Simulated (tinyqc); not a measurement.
Worked calculation: UHF in the sto-3g basis, for BeH, spin multiplicity 2. One step of it, computed by the program tinyqc.

Task: Iteration 1: building the Fock matrix. J_ij = sum D_kl (ij|kl) with D = D(alpha) + D(beta), K_ij = sum D_kl (ik|jl) for each spin; F = H + J - K(s); E = tr D H + tr D J / 2 - 0.5 sum_s tr D(s) K(s) + E_nn.

D(alpha) at the start, order 1Be 1s, 1Be 2s, 1Be 2px, 1Be 2py, 1Be 2pz, 2H 1s:
```
[[1.073109, -0.281921, 0.000000, 0.000000, -0.003542, 0.010831],
 [-0.281921, 1.085789, 0.000000, 0.000000, 0.010888, -0.030829],
 [0.000000, 0.000000, 0.000000, 0.000000, 0.000000, 0.000000],
 [0.000000, 0.000000, 0.000000, 0.000000, 0.000000, 0.000000],
 [-0.003542, 0.010888, 0.000000, 0.000000, 1.004744, -0.008128],
 [0.010831, -0.030829, 0.000000, 0.000000, -0.008128, 0.000944]]
```

D(beta) at the start, order 1Be 1s, 1Be 2s, 1Be 2px, 1Be 2py, 1Be 2pz, 2H 1s:
```
[[1.055105, -0.206876, 0.000000, 0.000000, -0.116259, 0.009587],
 [-0.206876, 0.773001, 0.000000, 0.000000, 0.480700, -0.025645],
 [0.000000, 0.000000, 0.000000, 0.000000, 0.000000, 0.000000],
 [0.000000, 0.000000, 0.000000, 0.000000, 0.000000, 0.000000],
 [-0.116259, 0.480700, 0.000000, 0.000000, 0.299083, -0.015914],
 [0.009587, -0.025645, 0.000000, 0.000000, -0.015914, 0.000858]]
```

core Hamiltonian H = T + V (hartree), order 1Be 1s, 1Be 2s, 1Be 2px, 1Be 2py, 1Be 2pz, 2H 1s:
```
[[-8.126772, -1.999643, 0.000000, 0.000000, -0.007782, -0.114928],
 [-1.999643, -2.359818, 0.000000, 0.000000, -0.080866, -0.474541],
 [0.000000, 0.000000, -1.874096, 0.000000, 0.000000, 0.000000],
 [0.000000, 0.000000, 0.000000, -1.874096, 0.000000, 0.000000],
 [-0.007782, -0.080866, 0.000000, 0.000000, -1.926618, -0.591766],
 [-0.114928, -0.474541, 0.000000, 0.000000, -0.591766, -1.504884]]
```

Two-electron integrals (ij|kl) in chemists' order, unique and non-zero (hartree):
```
(11|11) 2.298831   (21|11) 0.392036   (21|21) 0.079539   (22|11) 0.570988
(22|21) 0.143041   (22|22) 0.417683   (31|31) 0.014607   (32|31) 0.021888
(32|32) 0.092265   (33|11) 0.569578   (33|21) 0.143083   (33|22) 0.417589
(33|33) 0.449859   (41|41) 0.014607   (42|41) 0.021888   (42|42) 0.092265
(43|43) 0.024249   (44|11) 0.569578   (44|21) 0.143083   (44|22) 0.417589
(44|33) 0.401360   (44|44) 0.449859   (51|51) 0.014607   (52|51) 0.021888
(52|52) 0.092265   (53|53) 0.024249   (54|54) 0.024249   (55|11) 0.569578
(55|21) 0.143083   (55|22) 0.417589   (55|33) 0.401360   (55|44) 0.401360
(55|55) 0.449859   (61|11) 0.021696   (61|21) 0.004408   (61|22) 0.008025
(61|33) 0.007972   (61|44) 0.007972   (61|51) 0.000422   (61|52) 0.000793
(61|55) 0.008134   (61|61) 0.000258   (62|11) 0.083885   (62|21) 0.021489
(62|22) 0.072874   (62|33) 0.069816   (62|44) 0.069816   (62|51) 0.002712
(62|52) 0.019576   (62|55) 0.078910   (62|61) 0.001328   (62|62) 0.023702
(63|31) 0.001493   (63|32) 0.007944   (63|53) 0.002992   (63|63) 0.001572
(64|41) 0.001493   (64|42) 0.007944   (64|54) 0.002992   (64|64) 0.001572
(65|11) 0.103681   (65|21) 0.026771   (65|22) 0.094155   (65|33) 0.088907
(65|44) 0.088907   (65|51) 0.004203   (65|52) 0.029797   (65|55) 0.104542
(65|61) 0.001693   (65|62) 0.033864   (65|65) 0.048989   (66|11) 0.259551
(66|21) 0.067337   (66|22) 0.254864   (66|33) 0.239513   (66|44) 0.239513
(66|51) 0.007728   (66|52) 0.076366   (66|55) 0.285140   (66|61) 0.004152
(66|62) 0.116142   (66|65) 0.172708   (66|66) 0.774606
```

nuclear repulsion = 1.03862063 hartree

Give: Coulomb J; exchange K(alpha); exchange K(beta); F(alpha); F(beta); total energy of this density.

Result:

Coulomb J (hartree), order 1Be 1s, 1Be 2s, 1Be 2px, 1Be 2py, 1Be 2pz, 2H 1s:
```
[[6.3000, 1.2056, 0.0000, 0.0000, 0.0175, 0.0679],
 [1.2056, 2.3842, 0.0000, 0.0000, 0.0820, 0.4104],
 [0.0000, 0.0000, 2.3604, 0.0000, 0.0000, 0.0000],
 [0.0000, 0.0000, 0.0000, 2.3604, 0.0000, 0.0000],
 [0.0175, 0.0820, 0.0000, 0.0000, 2.4220, 0.5283],
 [0.0679, 0.4104, 0.0000, 0.0000, 0.5283, 1.3854]]
```

exchange K(alpha) (hartree), order 1Be 1s, 1Be 2s, 1Be 2px, 1Be 2py, 1Be 2pz, 2H 1s:
```
[[2.3471, 0.4146, 0.0000, 0.0000, -0.0001, 0.0265],
 [0.4146, 0.5466, 0.0000, 0.0000, 0.0009, 0.0980],
 [0.0000, 0.0000, 0.1274, 0.0000, 0.0000, 0.0000],
 [0.0000, 0.0000, 0.0000, 0.1274, 0.0000, 0.0000],
 [-0.0001, 0.0009, 0.0000, 0.0000, 0.5521, 0.1210],
 [0.0265, 0.0980, 0.0000, 0.0000, 0.1210, 0.0661]]
```

exchange K(beta) (hartree), order 1Be 1s, 1Be 2s, 1Be 2px, 1Be 2py, 1Be 2pz, 2H 1s:
```
[[2.3293, 0.3962, 0.0000, 0.0000, 0.0115, 0.0251],
 [0.3962, 0.3713, 0.0000, 0.0000, 0.2216, 0.1071],
 [0.0000, 0.0000, 0.0845, 0.0000, 0.0000, 0.0000],
 [0.0000, 0.0000, 0.0000, 0.0845, 0.0000, 0.0000],
 [0.0115, 0.2216, 0.0000, 0.0000, 0.2075, 0.0890],
 [0.0251, 0.1071, 0.0000, 0.0000, 0.0890, 0.0542]]
```

F(alpha) (hartree), order 1Be 1s, 1Be 2s, 1Be 2px, 1Be 2py, 1Be 2pz, 2H 1s:
```
[[-4.1738, -1.2087, 0.0000, 0.0000, 0.0099, -0.0736],
 [-1.2087, -0.5222, 0.0000, 0.0000, 0.0002, -0.1621],
 [0.0000, 0.0000, 0.3590, 0.0000, 0.0000, 0.0000],
 [0.0000, 0.0000, 0.0000, 0.3590, 0.0000, 0.0000],
 [0.0099, 0.0002, 0.0000, 0.0000, -0.0568, -0.1845],
 [-0.0736, -0.1621, 0.0000, 0.0000, -0.1845, -0.1855]]
```

F(beta) (hartree), order 1Be 1s, 1Be 2s, 1Be 2px, 1Be 2py, 1Be 2pz, 2H 1s:
```
[[-4.1561, -1.1902, 0.0000, 0.0000, -0.0017, -0.0722],
 [-1.1902, -0.3469, 0.0000, 0.0000, -0.2204, -0.1712],
 [0.0000, 0.0000, 0.4019, 0.0000, 0.0000, 0.0000],
 [0.0000, 0.0000, 0.0000, 0.4019, 0.0000, 0.0000],
 [-0.0017, -0.2204, 0.0000, 0.0000, 0.2879, -0.1525],
 [-0.0722, -0.1712, 0.0000, 0.0000, -0.1525, -0.1736]]
```

total energy of this density = -14.424621 hartree

This density is the starting one.
